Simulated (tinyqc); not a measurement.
# Lossy on-chip transmission line with skin effect, step by step

Numbers from tinyqc (`OMP_NUM_THREADS=1 python tinyqc.py 2810122 2810123 out.jsonl`; about 0.01 s on one thread of a shared Intel Xeon 2.30GHz). Printed values are rounded.

A uniform line in a homogeneous dielectric: c = sqrt(er)/(c0 Z0), l = Z0 sqrt(er)/c0 (c0 = 299792458 m/s), g = w c td, w = 2 pi f. The resistance joins its limits as r = sqrt(r_dc^2 + r_hf^2), with r_dc = rho/(wd th), r_hf = kr rho/(2 delta (wd + th)), delta = sqrt(rho/(pi f mu0)), mu0 = 4 pi 1e-7 H/m; this is an interpolation, and internal inductance, up to 0.05 nH/mm at low frequency, is neglected.

Inputs (values chosen for the exercise):
- wd = 4.1 um (width of the strip)
- th = 1.3 um (thickness of the strip)
- rho = 2 uohm cm (resistivity)
- er = 3 (relative permittivity)
- td = 0.002 (loss tangent)
- Z0 = 60 ohm (lossless impedance sqrt(l/c))
- kr = 1.5 (factor for crowding and the return path)
- len = 1.3 mm (length)
- Rg = 25 ohm (source resistance)
- RL = 50 ohm (load resistance)
- CL = 100 fF (load capacitance)
- f = 0.25 GHz (frequency)

## Line constants

delta, r_dc, r_hf, r, l, c and g as defined.

delta = 4.501582 um
r_dc = 3.752345 ohm/mm
r_hf = 0.6170671 ohm/mm
r = 3.802745 ohm/mm
l = 0.3466500 nH/mm
c = 96.29166 pF/m
g = 3.025092e-4 S/m

r is 1.01 times r_dc; the skin depth is 3.46 of the thickness.

## Propagation constant and impedance

gamma = sqrt((r + i w l)(g + i w c)) = alpha + i beta, Zc = sqrt((r + i w l)/(g + i w c)), roots with positive real part; loss 8.685889638 alpha in dB; phase velocity w/beta.

gamma len = 0.02055152+0.02365608i
Zc = 120.5156-104.2772i ohm
loss = 0.1373140 dB/mm
phase velocity over c0 = 0.2879385
r/(w l) = 6.983709

r exceeds w l, so the line behaves mainly as an RC line at this frequency.

## Reflection, input impedance and transfer

ZL = 1/(1/RL + i w CL); reflection (ZL - Zc)/(ZL + Zc); Zin = Zc (ZL + Zc tanh(gamma len))/(Zc + ZL tanh(gamma len)); H = V_load/V_source = [Zin/(Zin + Rg)]/[cosh(gamma len) + (Zc/ZL) sinh(gamma len)].

ZL = 49.99692-0.39267i ohm
reflection at the load = -0.5720141+0.2581153i
Zin = 54.93322-0.22641i ohm
H = 0.6253769-0.0095924i
|H| = -4.076142 dB
